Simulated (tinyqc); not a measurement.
Resistance of a source-drain extension with a graded tip: one step of the calculation.

y runs along the channel, the gate covers y > 0. The doping is N0 for y < y0 and N0 10^(-(y - y0)/la) beyond, uniform over the depth xj. Sheet conductance s(y) = q mu(N) max(N - Nch, 0) xj + (for y > 0) ma Cox Vo, with mu(N) = u0 + (u1 - u0)/(1 + (N/Nr)^au) and Cox = eps0 eox/tox. Current is taken as one-dimensional; depletion of the tip, spreading and the contact are left out. The metallurgical junction lies at yj, where N = Nch.

Task. Sheet resistances and junction position. yj = y0 + la log10(N0/Nch); sheet resistance of the full extension 1/[q mu(N0)(N0 - Nch) xj] and of the gate-induced layer 1/(ma Cox Vo); metallurgical length Lg - 2 yj; ye is where the doped and the gate-induced conductances are equal.

Parameters, values chosen for the exercise; mobility law close to that of holes in silicon:
- eox = 25 (relative permittivity of the gate insulator (close to zirconium oxide))
- tox = 11 nm (insulator thickness)
- N0 = 2e20 cm^-3 (active doping of the extension far from the gate)
- la = 6.3 nm/decade (lateral abruptness)
- y0 = -0.6 nm (position under the gate where the fall begins (gate edge at 0))
- xj = 29 nm (depth of the extension)
- Nch = 1.8e18 cm^-3 (channel doping)
- Vo = 0.8 V (gate overdrive)
- ma = 100 cm^2/(V s) (mobility of the gate-induced layer)
- u1 = 470.5 cm^2/(V s) (mobility at low doping)
- u0 = 44.9 cm^2/(V s) (mobility at high doping)
- Nr = 2.23e17 cm^-3 (reference doping)
- au = 0.719 (exponent)
- Lg = 50 nm (gate length)

Constants: q = 1.602176634e-19 C, eps0 = 8.8541878128e-14 F/cm where lengths are in cm. Results are converted to the units shown.

Find: yj; sheet resistance of the extension; sheet resistance of the induced layer; metallurgical length; ye; N at ye.

Result.

yj = 12.29 nm
sheet resistance of the extension = 225.8 ohm/square
sheet resistance of the induced layer = 6212 ohm/square
metallurgical length = 25.42 nm
ye = 8.961 nm
N at ye = 6.073e18 cm^-3

The gate takes over 3.33 nm before the junction, where N is still 3.37 times the channel doping.

Numbers from tinyqc (`OMP_NUM_THREADS=1 python tinyqc.py 2282094 2282095 out.jsonl`; about 0.03 s on one thread of a shared Intel Xeon 2.30GHz).
